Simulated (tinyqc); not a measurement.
Phonon-assisted absorption at an indirect gap: sweeps and comparisons. A value that a table varies takes the place of the one given here.

alpha(E) = sum_j A_j [N_j (E - Eg + w_j)^2 + (N_j + 1)(E - Eg - w_j)^2], each bracket counted only where its base is positive; N_j = 1/(exp(w_j/kB T) - 1). The first term absorbs a phonon and the second emits one; excitons and direct transitions are left out.

Photodiode (Gaertner form with a dead layer): QE = (1 - R) exp(-alpha xj) [1 - exp(-alpha W)/(1 + alpha L)], R = ((nr - 1)/(nr + 1))^2; responsivity = QE/E in A/W for E in eV.

Constants: kB = 8.617333262e-05 eV/K.

Parameters, chosen for this exercise (loosely those of Si at room temperature; Eg is not tied to T; not measured data): Eg = 1.105 eV (indirect gap, held fixed unless listed); w = (58.8, 18.8) meV (two zone-edge phonons); A = (2400, 380) 1/(cm eV^2) (their strengths); T = 200 K; nr = 3.66 (refractive index); xj = 0.77 micrometre (dead layer at the surface); W = 1.5 micrometre (depleted width); L = 44 micrometre (minority diffusion length below it); E = 1.38 eV (photon energy).

## The square root of alpha at three temperatures

The gap is held fixed, so only the phonon occupations change.

sqrt(alpha) (1/cm^(1/2)):

| E - Eg (eV) | 77 K | 150 K | 450 K |
|---|---|---|---|
| -0.04 | 0.011 | 0.095 | 0.488 |
| -0.02 | 0.023 | 0.197 | 1.008 |
| 0.00 | 0.098 | 0.360 | 1.597 |
| 0.02 | 0.196 | 0.578 | 2.261 |
| 0.04 | 0.517 | 0.935 | 3.023 |
| 0.07 | 1.246 | 1.715 | 4.357 |
| 0.10 | 2.661 | 3.109 | 6.112 |
| 0.15 | 5.254 | 5.756 | 9.454 |
| 0.20 | 7.891 | 8.479 | 12.967 |
| 0.30 | 13.192 | 13.978 | 20.147 |
| 0.45 | 21.159 | 22.260 | 31.034 |
| 0.60 | 29.132 | 30.552 | 41.964 |

Below the gap only phonon absorption acts: at E - Eg = -0.02 eV sqrt(alpha) is 0.023, 0.197 and 1.008 at 77, 150 and 450 K. A straight line through the last two rows meets the axis at E - Eg = +0.0519, +0.0473 and +0.0241 eV: the intercept is roughly a weighted mean of the thresholds, not the gap, and it moves from the emission side towards Eg as the occupations grow. At the last row alpha grows by a factor 2.07 from the lowest to the highest temperature at fixed gap.

## Spectral response

Response:

| E (eV) | wavelength (nm) | alpha (1/cm) | 1/alpha (micrometre) | dead layer | collected | QE | A/W |
|---|---|---|---|---|---|---|---|
| 1.12 | 1107 | 0.665 | 1.50e+04 | 1.000 | 0.003 | 0.002 | 0.002 |
| 1.16 | 1069 | 2.86 | 3.50e+03 | 1.000 | 0.013 | 0.009 | 0.007 |
| 1.23 | 1008 | 24.1 | 415 | 0.998 | 0.099 | 0.067 | 0.054 |
| 1.30 | 954 | 77.9 | 128 | 0.994 | 0.264 | 0.177 | 0.136 |
| 1.40 | 886 | 211 | 47.3 | 0.984 | 0.498 | 0.330 | 0.236 |
| 1.56 | 795 | 563 | 17.8 | 0.958 | 0.736 | 0.475 | 0.304 |
| 1.76 | 704 | 1.24e+03 | 8.05 | 0.909 | 0.872 | 0.534 | 0.303 |
| 2.00 | 620 | 2.41e+03 | 4.15 | 0.831 | 0.940 | 0.526 | 0.263 |
| 2.30 | 539 | 4.41e+03 | 2.27 | 0.712 | 0.975 | 0.468 | 0.203 |
| 2.70 | 459 | 8.00e+03 | 1.25 | 0.540 | 0.992 | 0.361 | 0.134 |

QE is highest, 0.534, at 1.76 eV of those listed and the responsivity at 1.56 eV; reflection alone caps QE at 0.674. Near the gap weak absorption limits it (collected share 0.003); at the top the dead layer passes 0.540. Far above the gap the quadratic law and a constant index are only rough.

## What moves the response

At the energy E. Each row changes one parameter from the base and keeps the others.

Results:

| case | alpha (1/cm) | QE |
|---|---|---|
| base | 179.3 | 0.3031 |
| Eg = 1.085 eV | 211.3 | 0.3303 |
| T = 250 K | 205.1 | 0.3253 |
| W = 3 micrometre | 179.3 | 0.3127 |
| L = 22 micrometre | 179.3 | 0.2007 |
| xj = 1.54 micrometre | 179.3 | 0.2989 |
| nr = 3.84 | 179.3 | 0.2948 |

The largest shifts from the base row, up to three for each result and ties (the steps differ in size, so this ranks the rows, not the parameters). alpha (1/cm): Eg +32.0, T +25.8; unchanged at the printed digits by W, L, xj and nr. QE: L -0.1024, Eg +0.0272, T +0.0222.

(tinyqc, `OMP_NUM_THREADS=1 python tinyqc.py 1680101 1680102 out.jsonl`, Intel(R) Xeon(R) Processor @ 2.30GHz, 1 thread, shared host, about 0.01 s.)
